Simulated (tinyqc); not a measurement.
What moves the Fermi level: gated graphene: carriers, quantum capacitance and optical conductivity.

Cones E = +/- hv |k|, four flavours, D(E) = 2|E|/(pi hv^2). n = (2/pi)(kT/hv)^2 F_1(mu/kT), p = (2/pi)(kT/hv)^2 F_1(-mu/kT), in 1/angstrom^2 (1e16 for 1/cm^2); F_1(eta) = integral_0^infinity x dx/(1 + exp(x - eta)). Cq/e^2 = d(n - p)/d mu = (2 kT/(pi hv^2)) ln(2 + 2 cosh(mu/kT)).

Gate: V = mu/e + e (n - p)/Cox with Cox/e^2 = k/(4 pi e2 t), t in angstrom, e2 = e^2/(4 pi eps0); 1/(eV angstrom^2) in C/e^2 equals 1602.176634 microfarad/cm^2; total 1/C = 1/Cox + 1/Cq.

Constants: kB = 8.617333262e-05 eV/K; e^2/(4 pi eps0) = 14.39964547 eV angstrom.

Parameters, chosen for this exercise (Fermi velocity near that of graphene, gate dielectric near HfO2; shifted at random, so the results belong to these values and not to a real crystal):
```
symbol  value  unit         meaning
hv      6.37   eV angstrom  hbar vF
T       300    K
k       17.72               dielectric constant of the gate layer
t       2      nm           its thickness
V       0.04   V            gate voltage from the neutrality point
```

All results formed anew.

One parameter was then changed.

Results before and after:
```
case,mu (eV),n - p (1/cm^2),C/Cox
base,0.0355,2.211e+11,0.1313
changed,0.0367,2.303e+11,0.0970
```

Which of these changes was made? (a) V = 0.052 V; (b) k = 21.26; (c) T = 400 K; (d) t = 1.4 nm; (e) hv = 7.01 eV angstrom.

Answer: (d) t = 1.4 nm. Of the candidates, run in turn, only this one gives the changed row.

All candidates:
```
case,mu (eV),n - p (1/cm^2),C/Cox
base,0.0355,2.211e+11,0.1313
V = 0.052 V,0.0458,3.029e+11,0.1473
t = 1.4 nm,0.0367,2.303e+11,0.0970
k = 21.26,0.0362,2.261e+11,0.1127
hv = 7.01 eV angstrom,0.0362,1.869e+11,0.1118
T = 400 K,0.0344,2.732e+11,0.1522
```

tinyqc: `OMP_NUM_THREADS=1 python tinyqc.py 1652383 1652384 out.jsonl`; about 0.01 s, one thread, shared Intel(R) Xeon(R) Processor @ 2.30GHz.
